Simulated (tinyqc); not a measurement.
Inside a calculation. Method: extended Hueckel theory, for H3+. The parameters take no account of the charge, which enters only through the electron count. One step of it, computed by the program tinyqc.

Question. Mulliken analysis. P = C n C^T; charge = valence electrons (H 1) minus the sum of (P S)_ii on the atom; overlap population = 2 sum P_ij S_ij between two atoms.

coefficients:
```
            MO1        MO2        MO3
1H 1s  0.500012  -0.017294   1.210975
2H 1s  0.403751  -0.741726  -0.805586
3H 1s  0.386989   0.796196  -0.724170
```

occupations: 2.000000  0.000000  0.000000

overlap S:
```
          1H 1s     2H 1s     3H 1s
1H 1s  1.000000  0.506547  0.475274
2H 1s  0.506547  1.000000  0.156031
3H 1s  0.475274  0.156031  1.000000
```

Give: charges; Overlap populations.

Answer.

charges: 1H 0.1115, 2H 0.4207, 3H 0.4678

Overlap populations:

| pair | value |
|---|---|
| 2-1 | 0.409048 |
| 3-1 | 0.367860 |
| 3-2 | 0.097518 |
